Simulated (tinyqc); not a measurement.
# Intrinsic and extrinsic failures together

All devices wear out with slope 1.5 and scale t63; the share 0.1 also has a flaw with slope 0.39 and scale 0.1 t63: 1 - F = exp(-(t/t63)^1.5) [1 - 0.1 + 0.1 exp(-(t/(0.1 t63))^0.39)]. W = ln(-ln(1 - F)); the local slope is dW/d ln t.

Inputs (values chosen for the exercise):
```
symbol,value,unit,meaning
t63,390,s,characteristic time of a test capacitor
```

Result of one run:

| t (s) | F | W | local slope | F of wear-out alone |
|---|---|---|---|---|
| 690 | 0.9140 | 0.8975 | 1.441 | 0.9049 |

What becomes of these results when the time t is changed from 690 to 1.6 s, all else the same?

Result of the changed run:

| t (s) | F | W | local slope | F of wear-out alone |
|---|---|---|---|---|
| 1.6 | 0.02527 | -3.666 | 0.3528 | 2.627e-4 |

The whole series:

| t (s) | F | W | local slope | F of wear-out alone |
|---|---|---|---|---|
| 0.0036 | 0.002634 | -5.938 | 0.3853 | 2.805e-8 |
| 0.017 | 0.004773 | -5.342 | 0.3815 | 2.878e-7 |
| 0.076 | 0.008399 | -4.775 | 0.3751 | 2.720e-6 |
| 0.35 | 0.01474 | -4.210 | 0.3645 | 2.688e-5 |
| 1.6 | 0.02527 | -3.666 | 0.3528 | 2.627e-4 |
| 7.2 | 0.04280 | -3.129 | 0.3726 | 0.002505 |
| 33 | 0.08365 | -2.438 | 0.5971 | 0.02431 |
| 150 | 0.2765 | -1.128 | 1.147 | 0.2122 |
| 690 | 0.9140 | 0.8975 | 1.441 | 0.9049 |

The local slope goes from 0.385 through a minimum of 0.353 (at t = 1.6 s among the rows listed) to 1.44. At early times the flawed share sets F, 93900 times the wear-out value in the first row, so a line fitted to the steep upper part says nothing about low percentiles.

Program tinyqc, `OMP_NUM_THREADS=1 python tinyqc.py 2070069 2070070 out.jsonl`; Intel Xeon 2.30GHz, shared host, one thread, about 0.01 s.
